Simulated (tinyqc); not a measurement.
# Elastic trap-assisted tunnelling through a dielectric: effects of single changes

Emitter at x = 0 (Fermi level 0), collector at x = t (Fermi level -V), band edge U(x) = phi - F x, F = V/t. A trap at x has the energy E = U(x) - Et. With G(u) = (4/(3 F)) sqrt(mo/C) max(u, 0)^1.5, C = hbar^2/(2 m0): S1 = G(phi - E) - G(Et), S2 = G(Et) - G(phi - V - E), T1,2 = exp(-S1,2). The steady rate through one trap is nu T1 T2 (f1 - f2)/(T1 + T2), f1 = f(E), f2 = f(E + V), f(y) = 1/(1 + exp(y/Vt)); both contacts offer states at E.

Values chosen for this exercise; dielectric values close to those of aluminium oxide:

| symbol | value | unit | meaning |
|---|---|---|---|
| T | 300 | K | temperature |
| phi | 2.57 | eV | barrier above the emitter Fermi level |
| mo | 0.39 | m0 | tunnelling mass |
| t | 5.7 | nm | thickness |
| Et | 2.12 | eV | trap depth below the band edge of the dielectric |
| Nt | 8.5e17 | cm^-3 | trap density |
| nu | 1e13 | 1/s | attempt frequency |
| V | 1.7 | V | voltage |

Constants: q = 1.602176634e-19 C, kB = 1.380649e-23 J/K, hbar = 1.054571817e-34 J s, m0 = 9.1093837015e-31 kg, Vt = kB T/q, hbar^2/(2 m0) = 0.0380998212 eV nm^2. Results are converted to the units shown.

Each table varies one quantity; the others keep the values above.

## Effect of the thickness at fixed voltage

J = q Nt times the integral of the rate over x. Direct S = (4/(3 F)) sqrt(mo/C) [phi^1.5 - max(phi - V, 0)^1.5].

Result of one run:
```
t (nm)  J (A/cm^2)  x of the peak over t  larger S there  direct S
9         5.28e-14                 0.445            40.9      74.7
```

What becomes of these results when the thickness t is changed from 9 to 2.5 nm, all else the same?

Result of the changed run:
```
t (nm)  J (A/cm^2)  x of the peak over t  larger S there  direct S
2.5          0.305                 0.438            11.5      20.8
```

The whole series:
```
t (nm)  J (A/cm^2)  x of the peak over t  larger S there  direct S
2.5          0.305                 0.438            11.5      20.8
3.4        0.00532                 0.440            15.6      28.2
4.4        5.81e-5                 0.442            20.1      36.5
5.3        9.90e-7                 0.443            24.2      44.0
6.2        1.69e-8                 0.444            28.2      51.5
7.1       2.87e-10                 0.444            32.3      58.9
8.1       3.10e-12                 0.445            36.8      67.2
9         5.28e-14                 0.445            40.9      74.7
```

J falls from 0.305 to 5.28e-14 A/cm^2, on average 1.96 decades a nanometre, against 3.61 for the direct exponent: trap-assisted leakage falls more slowly, so it gains on direct tunnelling as the layer thickens.

## Current against voltage

Same model as above.

Current against voltage:
```
V (V)  J (A/cm^2)  x of the peak over t  larger S there  direct S
0.3      5.93e-13                 0.495            26.7      56.7
0.84      1.13e-8                 0.484            26.9      53.4
1.38      1.17e-7                 0.455            26.2      49.7
1.91      2.10e-7                 0.435            25.8      45.6
2.45      5.27e-7                 0.412            25.1      40.5
2.99      3.51e-6                 0.381            24.0      33.5
3.53      1.02e-4                 0.204            21.3      28.4
4.06      0.00142                 0.172            18.5      24.7
4.6        0.0110                 0.148            16.3      21.8
5.14       0.0546                 0.130            14.6      19.5
```

Read the table: what changes, and by how much?

J rises from 5.93e-13 to 0.0546 A/cm^2, by 7.93 decades a volt between the first two rows and 1.29 between the last two. The position of the peak falls from 0.495 to 0.130 of t; only traps beyond x/t = (phi - Et)/V lie below the emitter Fermi level, with phi - Et = 0.450 eV. It jumps from 0.381 to 0.204 between V = 2.99 and 3.53 V.

Range of the model: Phonon-assisted (inelastic) capture, chains of traps and a spread of trap depths are left out.

Program tinyqc, `OMP_NUM_THREADS=1 python tinyqc.py 2370083 2370084 out.jsonl`; Intel Xeon 2.30GHz, shared host, one thread, about 0.03 s.
